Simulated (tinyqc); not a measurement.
# Sheet resistance and contact resistivity from two gaps

Problem. A circular structure with r0 >> Lt has R = (Rsh/2 pi) [Lt (1/r0 + 1/r1) + ln(r1/r0)], r1 = r0 + sp, Lt = sqrt(rc/Rsh). Find Rsh, Lt and rc.

Values chosen for this exercise: radius of the inner contact r0 = 3.8 um.

R at sp = 0.76 and 3.4 um (ohm): 39.563033  95.769780

Solution. R is linear in Rsh and Rsh Lt, so two gaps give both.

Rsh = 810.0 ohm/sq
Lt = 0.2582 um
rc = 5.400e-7 ohm cm^2

Numbers from tinyqc (`OMP_NUM_THREADS=1 python tinyqc.py 2760102 2760103 out.jsonl`; about 0.01 s on one thread of a shared Intel Xeon 2.30GHz).
